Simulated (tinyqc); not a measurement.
# From etch rate back to NH4F added

Model: speciation in dilute and buffered hydrofluoric acid, oxide etch rate and bath loading. Computed by tinyqc, a small Python program. Command: `OMP_NUM_THREADS=1 python tinyqc.py 3120249 3120250 out.jsonl hfetch inv`. One thread of a shared host (Intel(R) Xeon(R) Processor @ 2.30GHz), about 0.02 s of CPU time with the checks.

Concentrations stand for activities, NH4+ and Cl- are spectators, and water ionisation is neglected. H, F and HF2 denote the ions H+, F- and HF2-. The base temperature is 298 K.

Inputs (values chosen for the exercise, of the order of those for thermal oxide at room temperature): HF added = 0.47 mol/L; HCl added = 0 mol/L; K1 = [H][F]/[HF] = 0.000624 mol/L; K2 = [HF2]/([HF][F]) = 4.51 L/mol; K3 = [H2F2]/[HF]^2 = 3 L/mol; rate constant of neutral HF k_a = 17 nm L/(min mol); rate constant of HF2 k_b = 61 nm L/(min mol); activation energy = 0.39 eV; temperature error = 1.8 K; oxide removed per wafer = 2.6 nm.

Constants: k_B = 8.617333262e-05 eV/K.

Method:
- Fluoride balance: [HF] + [F] + 2 [HF2] + 2 [H2F2] = HF added + NH4F added. Acid balance: [H] + [HF] + [HF2] + 2 [H2F2] = HF added + HCl added. For a trial [H], [HF] = [H][F]/K1, and the fluoride balance is a quadratic in [F].
- The root is refined to 1e-13 in pH = -log10 [H].
- Rate = k_a ([HF] + 2 [H2F2]) + k_b [HF2], an empirical two-term form.
- Time = oxide/rate; a temperature error changes the rate by exp((E_a/k_B)(1/298 - 1/(298 + error))) - 1.

Task: A run gave the result below. Find the NH4F added, known to lie between 0.36 and 1.1 mol/L.

etch rate = 17.78414 nm/min

Result:

Each step takes the trial c = (a f_b - b f_a)/(f_b - f_a), f being the result less the target and a, b, c the logarithms of the listed values; c replaces end b, the old b replaces a if the sign of f changed, and otherwise f_a is halved.

Scan of the range:
```
NH4F added (mol/L)  etch rate (nm/min)
0.360                          14.6633
0.434                          15.7771
0.522                          16.9872
0.629                          18.2970
0.758                          19.6560
0.913                          21.0056
1.100                          22.2907
```

False position (Illinois rule, in the logarithm of the input) inside the bracket:
```
step     end a     end b     trial  etch rate (nm/min)
1     0.522000  0.629000  0.584711             17.7758
2     0.629000  0.584711  0.585394             17.7841
3     0.629000  0.585394  0.585406             17.7842
4     0.585394  0.585406  0.585400             17.7841
```

Etch rate rises at every point of a 13-point scan of the range (every second point is shown), so one value fits; it is bracketed by 0.522 and 0.629. Answer: NH4F added = 0.5854 mol/L.

Caution: at ionic strengths above about 0.5 mol/L activities differ much from concentrations, so pH and rates are only indicative.
